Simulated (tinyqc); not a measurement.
Transistor under a ferroelectric capacitor (negative capacitance), static model: one step of the calculation.

A ferroelectric film of thickness tf lies between the gate and an inner metal at potential v, which drives an ordinary transistor. One domain, P = Q (background permittivity neglected): Vg = v + tf (2 al Q + 4 be Q^3), al = -3 sqrt(3) Ec/(4 Pr), be = 3 sqrt(3) Ec/(8 Pr^3). Gate charge Q(v) = Qi + Cp v with the channel charge Qi = Cox n Vt ln(1 + exp((v - VT)/(n Vt))). Q in uC/cm^2, E in kV/cm; 1 nm times 1 kV/cm is 1e-4 V. Domains, leakage and the switching time are left out.

Problem. Gate voltage against inner potential. Q(v) and Vg(v) as above. C = dQ/dv = Cox/(1 + exp(-(v - VT)/(n Vt))) + Cp; dVg/dv = 1 + C tf (2 al + 12 be Q^2); gain = dv/dVg.

Values chosen for this exercise; Pr and Ec close to those of hafnium oxide based films: temperature T = 273 K; capacitance of the inner oxide Cox = 4.4 uF/cm^2; overlap capacitance per gate area Cp = 0.46 uF/cm^2; threshold of the inner transistor VT = 0.25 V; subthreshold factor of the inner transistor n = 1.05; ferroelectric thickness tf = 18 nm.

Constants: q = 1.602176634e-19 C, kB = 1.380649e-23 J/K, Vt = kB T/q. Results are converted to the units shown.

v, point 0 to 8 (V): [0, 0.125, 0.25, 0.375, 0.5, 0.625, 0.75, 0.875, 1]
al = -41.569219 kV cm/uC
be = 0.033255376 kV cm^5/uC^3

Find: Q; C; Vg; dVg/dv.

Solution.

```
point  Q (uC/cm^2)  C (uF/cm^2)   Vg (V)   dVg/dv
0           0.0000      0.46018  0.00000  0.93113
1           0.0582      0.48773  0.11629  0.92701
2           0.1903       2.6600  0.22152  0.60200
3           0.7232       4.8323  0.26687  0.27867
4           1.3300       4.8598  0.30153  0.27891
5           1.9375       4.8600  0.33680  0.28581
6           2.5450       4.8600  0.37309  0.29532
7           3.1525       4.8600  0.41073  0.30740
8           3.7600       4.8600  0.45005  0.32206
```

dVg/dv is positive at all listed points; its smallest value, 0.279, means a gain of 3.59. Minimising dVg/dv over v puts the thickness at which the fold first appears at 24.9 nm.

Numbers from tinyqc (`OMP_NUM_THREADS=1 python tinyqc.py 2860059 2860060 out.jsonl`; about 0.02 s on one thread of a shared Intel Xeon 2.30GHz).
